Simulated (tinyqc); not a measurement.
From results back to parameters: Koster-Slater impurity in an sp3s* host.

Problem. In the Koster-Slater model a defect shifts the s level of its site by Vs and the p levels by Vp; an A1 level solves 1/Vs = G_s(E) and a T2 level 1/Vp = G_p(E), E from the top of the valence band. A defect has an A1 level at E = 1.1239 eV, one of the energies of the table, and a T2 level at 1.1239 eV.

G(E) of the host (1/eV):
```
E (eV),G_s,G_p
0.0000,0.0312953,0.3627716
0.2810,0.0218036,0.2444124
0.5619,0.0109943,0.1848362
0.8429,-0.0020336,0.1422752
1.1239,-0.0187772,0.1074187
1.4048,-0.0421907,0.0757023
1.6858,-0.0794540,0.0432675
1.9668,-0.1560824,0.0037373
2.2477,-0.7702873,-0.1011757
```

Find: Vs, Vp.

Solution. Read G_s and G_p at the two energies and invert them. Vs is attractive and pulls its level down from the conduction bands. Vp is repulsive and pushes its level up from the valence bands.

Vs, Vp (eV): -53.3  9.3

Computed by tinyqc, a small Python program: `OMP_NUM_THREADS=1 python tinyqc.py 1450647 1450648 out.jsonl` (the numbers bound the seed that draws the inputs); one thread of a shared host (Intel(R) Xeon(R) Processor @ 2.30GHz), about 0.04 s for the whole set of steps.
